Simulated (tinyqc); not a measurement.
Plane-wave Kohn-Sham cycle with exchange-only LDA in a layered model solid, step by step. One step of it, computed by the program tinyqc.

Problem. Iteration 2: potential. V_H(G) = 4 pi rho(G)/G^2 for G != 0 (uniform background); v_x = -(3 rho/pi)^(1/3); V = V_ext + V_H + v_x; Fourier components f(G_m) = (1/N) sum_j f(x_j) exp(-i G_m x_j).

A solid whose potential varies along x alone (atomic units):
```
parameter                      value
period a                    9.100000
cross-section of the cell  26.000000
electrons per cell                 2
grid points                       16
plane waves -n..n, n               3
k points                           4
V1 in V1 cos(2 pi x/a)     -0.700000
V2 in V2 cos(4 pi x/a)     -0.140000
```

density after iteration 1 (e/bohr^3): 0.01634690  0.01436745  0.01041282  0.00751137  0.00632635  0.00601186  0.00594081  0.00592166  0.00591783  0.00592166  0.00594081  0.00601186  0.00632635  0.00751137  0.01041282  0.01436745

Give: Potentials on the grid; V(G_m), m = 0, 1, 2, ....

Solution.

Potentials on the grid (hartree):
```
x         V_ext      V_H      v_x        V
0.0000  -0.8400   0.1296  -0.2499  -0.9604
0.5687  -0.7457   0.1142  -0.2394  -0.8709
1.1375  -0.4950   0.0756  -0.2150  -0.6345
1.7063  -0.1689   0.0285  -0.1929  -0.3332
2.2750   0.1400  -0.0153  -0.1821  -0.0575
2.8438   0.3669  -0.0508  -0.1791   0.1370
3.4125   0.4950  -0.0765  -0.1783   0.2402
3.9813   0.5477  -0.0919  -0.1782   0.2777
4.5500   0.5600  -0.0971  -0.1781   0.2848
5.1188   0.5477  -0.0919  -0.1782   0.2777
5.6875   0.4950  -0.0765  -0.1783   0.2402
6.2562   0.3669  -0.0508  -0.1791   0.1370
6.8250   0.1400  -0.0153  -0.1821  -0.0575
7.3937  -0.1689   0.0285  -0.1929  -0.3332
7.9625  -0.4950   0.0756  -0.2150  -0.6345
8.5312  -0.7457   0.1142  -0.2394  -0.8709
```

V(G_m), m = 0, 1, 2, ... (hartree): -0.1974  -0.3103  -0.0701  -0.0012  -0.0001  0.0001  0.0000
